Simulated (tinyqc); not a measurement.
# Bias-temperature instability, empirical power law with universal recovery: several studies

Threshold-voltage shift at the end of a stress: dV = A (V/V0)^g exp[-(Ea q/kB)(1/T - 1/T0)] (t/1 s)^n. After a delay tr the permanent share pp stays and the rest falls by r = 1/(1 + B (tr/t)^be). An empirical model: its parameters are fits, not properties.

Inputs (values chosen for the exercise):
- V0 = 1.5 V (reference stress voltage)
- T0 = 373 K (reference temperature)
- A = 6.8 mV (shift after 1 s at V0 and T0)
- n = 0.17 (time exponent)
- g = 4.2 (voltage exponent)
- Ea = 0.19 eV (apparent activation energy of the shift)
- pp = 0.16 (permanent share)
- B = 3.9 (recovery scale)
- be = 0.18 (recovery dispersion)
- V = 0.72 V (use voltage)
- T = 328 K (use temperature)
- dc = 30 mV (failure criterion)
- ts = 100 s (stress time)

Constants: q = 1.602176634e-19 C, kB = 1.380649e-23 J/K. Results are converted to the units shown.

Each table varies one quantity; the others keep the values above.

## Lifetime against voltage

The lifetime solves dV = dc; ten years are 3.15576e8 s.

Result of one run:
```
V (V)  shift after ten years (mV)  lifetime (years)
0.6                         1.794           1.570e8
```

What becomes of these results when the use voltage V is changed from 0.6 to 0.99 V, all else the same?

Result of the changed run:
```
V (V)  shift after ten years (mV)  lifetime (years)
0.99                        14.70             665.0
```

The whole series:
```
V (V)  shift after ten years (mV)  lifetime (years)
0.6                         1.794           1.570e8
0.73                        4.088           1.235e6
0.86                        8.137           2.154e4
0.99                        14.70             665.0
1.11                        23.76             39.38
1.24                        37.84             2.552
1.37                        57.52            0.2174
1.5                         84.17           0.02315
```

The shift goes as V^4.2 and the lifetime as V^(-24.7): 5 % more voltage adds 22.7 % to the shift and divides the lifetime by 3.34. 5 of the 8 rows pass ten years. For V = 0.6, 0.73, 0.86 the lifetime is a formal extrapolation far beyond any test.

## Effect of the time exponent at a fixed measured point

Same model as above.

A is rescaled so that the shift at ts, V0 and T0 stays the same.

Results:
```
nx     A (mV)  shift after ten years (mV)  lifetime (years)
0.1     9.387                       1.353          2.864e14
0.125   8.366                       1.967          2.922e10
0.15    7.456                       2.860           6.381e7
0.175   6.645                       4.158           8.023e5
0.2     5.923                       6.044           3.012e4
0.225   5.278                       8.787              2346
0.25    4.704                       12.77             304.3
0.3     3.737                       26.99             14.22
```

Estimate the missing row, nx = 0.275.

Computed row:
```
nx     A (mV)  shift after ten years (mV)  lifetime (years)
0.275   4.193                       18.57             57.23
```

With this row back in the table: The ten-year shift rises from 1.35 to 27.0 mV and the lifetime falls from 2.86e14 to 14.2 years: an error of 0.025 in the exponent changes the shift by a factor of 1.45 over the 6.50 decades from ts to ten years. For nx = 0.1, 0.125, 0.15, 0.175, 0.2, 0.225 the lifetime is a formal extrapolation far beyond any test.

## Recovery after a stress

Same model as above.

At V0 and T0 after the stress time ts.

Recovery after a stress:
```
tr (s)       tr/ts  share left  shift (mV)
0.00013  1.3000e-6     0.78683      11.706
0.0017   1.7000e-5     0.70539      10.494
0.022    2.2000e-4     0.61248      9.1117
0.29     0.0029000     0.51557      7.6701
3.8       0.038000     0.42542      6.3288
49         0.49000     0.34961      5.2011
640         6.4000     0.29029      4.3186
8300        83.000     0.24714      3.6766
```

What does the comparison show?

The shift falls from 11.7 to 3.68 mV over 7.8 decades of time, towards the permanent 2.38 mV. Half of the recoverable part is gone at tr/ts = B^(-1/be) = 5.20e-4.

Computed by the program tinyqc: `OMP_NUM_THREADS=1 python tinyqc.py 2070126 2070127 out.jsonl`, one thread of a shared Intel Xeon 2.30GHz, about 0.01 s for the whole run.
